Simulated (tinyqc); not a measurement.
Inside a calculation. Method: ROHF in the sto-3g basis, for BeH, spin multiplicity 2. One step of it, computed by the program tinyqc.

Task: Iteration 4: Roothaan effective Fock matrix. With projectors Pc = D(beta) S, Po = (D(alpha) - D(beta)) S, Pv = 1 - D(alpha) S, the block xy is Px^T F Py; with Fc = (F(alpha) + F(beta))/2, the blocks are Fc for cc, oo, vv and cv, F(beta) for co and F(alpha) for ov.

F(alpha) (hartree), lower triangle:
```
            1Be 1s     1Be 2s   1Be 2px   1Be 2py    1Be 2pz      2H 1s
1Be 1s   -4.407875
1Be 2s   -1.256264  -0.579638
1Be 2px   0.000000   0.000000  0.258461
1Be 2py   0.000000   0.000000  0.000000  0.258461
1Be 2pz   0.000064   0.052645  0.000000  0.000000   0.026047
2H 1s    -0.021262  -0.122617  0.000000  0.000000  -0.191121  -0.254197
```

F(beta) (hartree), lower triangle:
```
            1Be 1s     1Be 2s   1Be 2px   1Be 2py    1Be 2pz      2H 1s
1Be 1s   -4.389439
1Be 2s   -1.248886  -0.452843
1Be 2px   0.000000   0.000000  0.290923
1Be 2py   0.000000   0.000000  0.000000  0.290923
1Be 2pz   0.002013  -0.104340  0.000000  0.000000   0.281004
2H 1s    -0.017485  -0.143432  0.000000  0.000000  -0.098427  -0.035799
```

D(alpha) after iteration 3, lower triangle:
```
            1Be 1s     1Be 2s   1Be 2px   1Be 2py   1Be 2pz     2H 1s
1Be 1s    1.067584
1Be 2s   -0.260931   1.007626
1Be 2px   0.000000   0.000000  0.000000
1Be 2py   0.000000   0.000000  0.000000  0.000000
1Be 2pz   0.049369  -0.186773  0.000000  0.000000  0.487409
2H 1s    -0.029757   0.098506  0.000000  0.000000  0.409432  0.413640
```

D(beta) after iteration 3, lower triangle:
```
            1Be 1s    1Be 2s   1Be 2px   1Be 2py   1Be 2pz     2H 1s
1Be 1s    1.045597
1Be 2s   -0.183580  0.735498
1Be 2px   0.000000  0.000000  0.000000
1Be 2py   0.000000  0.000000  0.000000  0.000000
1Be 2pz  -0.050206  0.163539  0.000000  0.000000  0.036451
2H 1s    -0.102698  0.355118  0.000000  0.000000  0.079093  0.171659
```

overlap S, lower triangle:
```
           1Be 1s    1Be 2s   1Be 2px   1Be 2py   1Be 2pz     2H 1s
1Be 1s   1.000000
1Be 2s   0.259517  1.000000
1Be 2px  0.000000  0.000000  1.000000
1Be 2py  0.000000  0.000000  0.000000  1.000000
1Be 2pz  0.000000  0.000000  0.000000  0.000000  1.000000
2H 1s    0.003772  0.113158  0.000000  0.000000  0.167432  1.000000
```

Give: effective F.

Result:

effective F (hartree), lower triangle:
```
          1Be 1s   1Be 2s  1Be 2px  1Be 2py  1Be 2pz    2H 1s
1Be 1s   -4.3987
1Be 2s   -1.2520  -0.5055
1Be 2px   0.0000   0.0000   0.2747
1Be 2py   0.0000   0.0000   0.0000   0.2747
1Be 2pz  -0.0004  -0.0308   0.0000   0.0000   0.1375
2H 1s    -0.0203  -0.1406   0.0000   0.0000  -0.1493  -0.1431
```
